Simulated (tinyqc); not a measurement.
Raising U: Hubbard ring of 6 sites, mean field against exact. Computed by the program tinyqc. 

one-body matrix (hopping and site energies) (eV):
```
,1,2,3,4,5,6
1,0.0000,-0.5100,0.0000,0.0000,0.0000,-0.5100
2,-0.5100,0.0000,-0.5100,0.0000,0.0000,0.0000
3,0.0000,-0.5100,0.0000,-0.5100,0.0000,0.0000
4,0.0000,0.0000,-0.5100,0.0000,-0.5100,0.0000
5,0.0000,0.0000,0.0000,-0.5100,0.0000,-0.5100
6,-0.5100,0.0000,0.0000,0.0000,-0.5100,0.0000
```

electrons, up and down: 3  3

Collinear unrestricted mean field (the lowest of 40 random starts) against exact diagonalisation.

Exact and mean-field results (eV):
```
U,U/t,E exact,E mean field,mean |n_up - n_down|,"double occupancy, exact",first gap in the sector
0.260,0.510,-3.70336,-3.69000,0.000,0.233,0.932
0.510,1.000,-3.36659,-3.31500,0.000,0.216,0.845
1.020,2.000,-2.75882,-2.55000,0.000,0.181,0.670
1.530,3.000,-2.26101,-1.86215,0.554,0.145,0.514
2.040,4.000,-1.87104,-1.44652,0.758,0.111,0.393
3.060,6.000,-1.35074,-0.99328,0.891,0.064,0.247
4.080,8.000,-1.04455,-0.75343,0.938,0.039,0.178
6.120,12.000,-0.71393,-0.50651,0.972,0.019,0.116
10.200,20.000,-0.43478,-0.30524,0.990,0.007,0.069
```

In absolute terms mean field is worst at U/t = 4.0, 0.425 eV too high: at small U it is nearly exact, and at large U it misses only exchange-scale energies. Its local moments set in at U/t = 3.0 of those listed, a broken symmetry that the exact state of a finite cluster with equal spins does not have. Relative to the exact energy its error is 0.4 % at the smallest U, 30 % at most and 30 % at the largest. The double occupancy falls from 0.233 to 0.007; at the largest U the first gap is 0.68 times the exchange scale 4t^2/U.
